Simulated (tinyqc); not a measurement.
Electromigration in a confined line: Blech product, Korhonen stress evolution and Black's law: one step, computed by the program tinyqc.

The electron wind pushes atoms from the cathode (x = 0) to the anode (x = L); blocking ends build a back stress (tension positive). The input rho is taken not to change with temperature. d sigma/dt = d/dx [kappa (d sigma/dx + G)], with zero flux at both ends and sigma = sigma_0 at t = 0.

Problem. Driving force and diffusivities. G = Z* e rho j/Omega; D = D0 exp(-E/(k_B T)); kappa = D B Omega/(k_B T); drift velocity of an unconfined line v = D Z* e rho j/(k_B T). SI: 1 micro-ohm cm = 1e-8 ohm m, 1 MA/cm^2 = 1e10 A/m^2. Temperatures in kelvin are T(C) + 273.15.

Inputs (values chosen for the exercise, close to those used for copper lines): resistivity rho = 3.4 micro-ohm cm; atomic volume Omega = 11.8 angstrom^3; effective charge number Z* = 1.9; prefactor D0 = 2.5e-08 m^2/s; activation energy E = 0.826 eV; effective modulus B = 19 GPa; current density j = 0.81 MA/cm^2; test temperature T = 220 C.

Start: thermal stress.

Constants: e = 1.602176634e-19 C; k_B = 8.617333262e-05 eV/K; k_B = 1.380649e-23 J/K.

Give: stress gradient G; diffusivity D; kappa; drift velocity.

Solution.

stress gradient G = 7.1047 MPa/um

diffusivity D = 9.0486e-17 m^2/s

kappa = 2.9796e-15 m^2/s

drift velocity = 4.0110 nm/h
